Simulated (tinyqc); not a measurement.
WKB tunnelling through a gate dielectric with a two-band (Franz) dispersion, step by step. Values are carried at full precision from step to step, so a last printed digit may differ when a step is redone from the rounded ones.

Constants: hbar^2/2m0 = 3.80998211 eV angstrom^2.

Parameters, chosen for this exercise (of the size used for Al2O3 on silicon; shifted at random, so the results belong to these values and not to a real crystal): phi = 2.23 eV (barrier above the electron energy at the emitter); t = 49 angstrom (thickness); V = 2.8 V (voltage across the layer); Eg = 6.81 eV (gap of the dielectric); m = 0.32 m0 (mass at the conduction edge).

## Shape of the barrier

Field V/t (1 V/angstrom = 100 MV/cm), the end of the forbidden region x_e = min(t, phi t/V), and u there.

field = 5.71 MV/cm
x_e = 39.025 angstrom
u(x_e) = 0.000 eV

V >= phi: a triangle, Fowler-Nordheim tunnelling into the conduction band of the dielectric.

## Decay constant through the layer

At depth x the conduction edge lies u(x) = phi - V x/t above the electron. Parabolic: kappa = sqrt(m u/c). Franz: kappa = sqrt(m u (1 - u/Eg)/c), which vanishes at both band edges. c = hbar^2/2m0. T = exp(-2 integral of kappa dx) over the region u > 0; no image force, no prefactor, zero transverse momentum. The region ends at x_e = min(t, phi t/V); x_e < t is the Fowler-Nordheim regime.

Nine points x = j x_e/8.

kappa (1/angstrom):
```
x (angstrom)  u (eV)  parabolic   Franz
0.000         2.2300     0.4328  0.3549
4.878         1.9512     0.4048  0.3419
9.756         1.6725     0.3748  0.3255
14.634        1.3938     0.3421  0.3051
19.512        1.1150     0.3060  0.2798
24.391        0.8363     0.2650  0.2482
29.269        0.5575     0.2164  0.2073
34.147        0.2787     0.1530  0.1498
39.025        0.0000     0.0000  0.0000
```

At the emitter the Franz value is 18.0 % below the parabolic one, the factor sqrt(1 - phi/Eg).

## The integrals by Simpson's rule

Weights 1, 4, 2, 4, 2, 4, 2, 4, 1 times a third of the spacing.

integral of kappa dx: parabolic 11.199, Franz 10.018

## The integrals in closed form

Parabolic: (2/3) sqrt(m/c) (t/V) (phi^(3/2) - u_e^(3/2)). Franz: sqrt(m/c) Eg^(3/2) (t/V) (f(phi/Eg) - f(u_e/Eg)) with f(y) = ((2y - 1) sqrt(y (1 - y)) + arcsin(sqrt y))/4. u_e = max(phi - V, 0). T = exp(-2 I).

integral of kappa dx: parabolic 11.2595, Franz 10.0787

T: parabolic 1.66e-10, Franz 1.76e-09

The two-band dispersion raises T by a factor 10.6.

## Checks

- Franz integral in closed form against adaptive quadrature: both 10.0787.

tinyqc: `OMP_NUM_THREADS=1 python tinyqc.py 1450021 1450022 out.jsonl`; about 0.01 s, one thread, shared Intel(R) Xeon(R) Processor @ 2.30GHz.
